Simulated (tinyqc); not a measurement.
Defect equilibria of an oxide against oxygen pressure (mass action). From one set of inputs to another, one input at a time. Computed by tinyqc, a small Python program. Command: `OMP_NUM_THREADS=1 python tinyqc.py 3019434 3019435 out.jsonl brouwer ladder`. One thread of a shared host (Intel(R) Xeon(R) Processor @ 2.30GHz), about 0.02 s of CPU time with the checks.

Defects: oxygen vacancies V (charge +2), electrons n, holes p, the ionic partner X = O_i'' (charge -2), and the dopant. Activities are taken equal to concentrations.

The inputs printed are set A. Inputs not listed in the table keep their values of set A, so the rows need not describe a real material.

Inputs (values chosen for the exercise, for a model oxide):
```
quantity,value,unit
reduction enthalpy H_r,3.24,eV
prefactor K_r0,2.9e+68,cm^-9 atm^(1/2)
gap E_g,2.47,eV
prefactor N_c N_v,4.7e+40,cm^-6
disorder enthalpy H_s,2.43,eV
prefactor K_s0,5.8e+45,cm^-6
dopant density N_d,1.4e+19,cm^-3
temperature T,900,K
oxygen pressure P,5e-07,atm
electron mobility mu_n,0.045,cm^2/(V s)
hole mobility mu_p,0.57,cm^2/(V s)
vacancy diffusion prefactor D_0,0.12,cm^2/s
vacancy migration energy E_m,0.64,eV
```

Ionic disorder: anion Frenkel. Dopant (singly charged, fully ionised): acceptor.

Constants: k_B = 8.617333262e-05 eV/K; e = 1.602176634e-19 C.

Method:
- K_r = K_r0 exp(-H_r/k_B T) = [V] n^2 P^(1/2); K_i = N_c N_v exp(-E_g/k_B T) = n p; K_s = K_s0 exp(-H_s/k_B T) = [X] [V].
- Neutrality: 2 [V] + p = n + 2 [X] + N_d. With n as the unknown, [V] = K_r/(n^2 P^(1/2)), p = K_i/n, [X] = K_s/[V]; the log ratio is ln(positive/negative).
- The root is found by 60 bisections in ln n between n = 1e-10 and 1e25 cm^-3.
- sigma_n = e n mu_n, sigma_p = e p mu_p, sigma_ion = 2 e [V] mu_V with mu_V = 2 e D/(k_B T) and D = D_0 exp(-E_m/k_B T); only the oxygen vacancies carry ionic current, and the ionic transport number is sigma_ion over the total.

Each row keeps all changes above it:
```
input moved,from,to,[V] (cm^-3),p (cm^-3),total conductivity (S/cm)
set A,-,-,7.1019e+18,3.4005e+09,3.3052e-03
reduction enthalpy H_r (eV),3.24,4.5,7.0000e+18,1.1383e+13,1.8111e-03
vacancy migration energy E_m (eV),0.64,0.85,7.0000e+18,1.1383e+13,1.2216e-04
dopant density N_d (cm^-3),1.4e+19,1.1e+18,5.5037e+17,3.1917e+12,1.1345e-05
disorder enthalpy H_s (eV),2.43,2.31,5.5133e+17,3.1945e+12,1.1361e-05
gap E_g (eV),2.47,3.68,5.5133e+17,5.3543e+05,1.1069e-05
prefactor K_r0 (cm^-9 atm^(1/2)),2.9e+68,5.5e+67,5.5127e+17,1.2294e+06,1.0185e-05
oxygen pressure P (atm),5e-07,3e-08,5.5132e+17,6.0848e+05,1.0881e-05
```

Which inputs carry the difference?

[V] goes from 7.10e18 to 5.51e17, a factor 0.0776 in all. The largest single move comes from dopant density N_d (a factor 0.0786). p goes from 3.40e9 to 608000, a factor 1.79e-4 in all. The largest single move comes from gap E_g (a factor 1.68e-7), and reduction enthalpy H_r works against it (a factor 3350). Total conductivity goes from 0.00331 to 1.09e-5, a factor 0.00329 in all. The largest single move comes from vacancy migration energy E_m (a factor 0.0675). The single moves hold for this order of the switches; the total does not depend on the order.

Extremes, crossings and ranges named in words are read from the listed rows.
